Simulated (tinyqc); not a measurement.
Deep-level transient spectroscopy (DLTS) of one majority-carrier trap: one step, computed by the program tinyqc.

A filling pulse loads the traps in a one-sided junction; under reverse bias they empty at the rate e, and the capacitance relaxes as C(t) = C_0 - dC exp(-e t). The signal is S = [C(t_2) - C(t_1)]/dC.

Problem. Rate window and signal. S(e) = exp(-e t_1) - exp(-e t_2) peaks at the rate window e_0 = ln(t_2/t_1)/(t_2 - t_1).

Inputs (values chosen for the exercise, with mass and screening modelled on ZnO): gate time t_1 = 0.01 s; ratio t_2/t_1 = 4; temperature T = 136 K.

Carriers: electrons. Extra term: none.

emission rate e = 61.59861 1/s

Give: rate window e_0; peak height S_max; signal at T.

Solution.

rate window e_0 = 46.21 1/s

peak height S_max = 0.4725

signal at T = 0.4550

At this T the trap empties faster than the window, by a factor 1.33: the point lies on the high-temperature side of the peak.
